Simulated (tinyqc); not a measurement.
## MOSFET in the linear regime without short-channel effects, parameter extraction from computed curves: extraction methods against the temperature

Inversion charge Q = Cox n Vt W0(exp((Vg - VT)/(n Vt))), W0 the Lambert function and n = nf; u = Q/Cox; mobility mu = mu0/(1 + th1 u + th2 u^2); channel resistance Rch = (L - dL)/(W mu Q); Id = Vd/(Rch + Rsd/W). Cox = eps0 eox/tox. Small Vd, no channel-length or drain effects.

From the continuous curve Id(Vg): tangent at peak gm (V_ext = Vg - Id/gm); constant current Id = 0.1 uA W/L; peak of d2Id/dVg2; Y = Id/sqrt(gm) drawn through Vg = VT + 0.6 and VT + 0.8 V, with intercept VT_Y and slope s. Mobilities gm,max L/(W Cox Vd) and s^2 L/(W Cox Vd) with the drawn L. Last column: share of Rsd/W in the total resistance at VT + 0.8 V.

Values chosen for this exercise; channel values of the order met in silicon transistors:
- eox = 3.9 (relative permittivity of the gate insulator (close to silicon dioxide))
- tox = 1.8 nm (insulator thickness)
- mu0 = 100 cm^2/(V s) (low-field mobility)
- th1 = 0.62 1/V (first mobility attenuation factor)
- th2 = 0 1/V^2 (second mobility attenuation factor)
- VT = 0.28 V (threshold voltage)
- nf = 1.15 (body factor)
- W = 1 um (gate width)
- L = 0.18 um (drawn gate length)
- dL = 0.017 um (drawn less effective length)
- Rsd = 240 ohm um (source plus drain resistance)
- Vd = 0.05 V (drain voltage)

Constants: q = 1.602176634e-19 C, kB = 1.380649e-23 J/K, Vt = kB T/q, eps0 = 8.8541878128e-14 F/cm where lengths are in cm. Results are converted to the units shown.

Extraction methods against the temperature:

| T (K) | V_ext (V) | constant current (V) | second derivative (V) | VT_Y (V) | mobility from gm (cm^2/(V s)) | mobility from Y (cm^2/(V s)) | series share (%) |
|---|---|---|---|---|---|---|---|
| 77 | 0.284 | 0.291 | 0.278 | 0.302 | 88.2 | 108 | 12.8 |
| 110 | 0.284 | 0.288 | 0.277 | 0.308 | 84.6 | 107 | 12.7 |
| 150 | 0.283 | 0.283 | 0.276 | 0.313 | 81.1 | 105 | 12.6 |
| 220 | 0.280 | 0.271 | 0.273 | 0.320 | 76.3 | 103 | 12.4 |
| 300 | 0.276 | 0.256 | 0.270 | 0.324 | 72.1 | 100 | 12.2 |
| 370 | 0.270 | 0.240 | 0.266 | 0.326 | 69.0 | 98.0 | 12.0 |
| 450 | 0.263 | 0.221 | 0.262 | 0.326 | 66.0 | 95.4 | 11.9 |

Read the table: what changes, and by how much?

The model has VT = 0.28 V and mu0 = 100 cm^2/(V s). Over the table the extracted thresholds move by 21 mV (tangent), 71 mV (constant current), 16 mV (second derivative), 24 mV (Y function). The mobility from gm falls from 88.2 to 66.0 and that from Y falls from 108 to 95.4 cm^2/(V s).

Program tinyqc, `OMP_NUM_THREADS=1 python tinyqc.py 2210142 2210143 out.jsonl`; Intel Xeon 2.30GHz, shared host, one thread, about 0.01 s.
